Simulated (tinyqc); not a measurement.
# Length offset and series resistance from crossing lines

Problem. R_total = Rs + k (L - dL)/Vo with constant Rs, dL and k. Find k, dL and Rs.

R_total at (L, Vo) = (40, 0.43), (80, 0.43), (40, 0.71) and (80, 0.71), L in nm and Vo in V (ohm um): 432.65116  916.37209  296.73239  589.69014

Solution. At each overdrive R is a straight line in L with slope k/Vo; the two lines cross at L = dL, R = Rs.

k = 5.200 ohm um V/nm
dL = 11.50 nm
Rs = 88.00 ohm um

Computed by the program tinyqc: `OMP_NUM_THREADS=1 python tinyqc.py 2282112 2282113 out.jsonl`, one thread of a shared Intel Xeon 2.30GHz, about 0.03 s for the whole run.
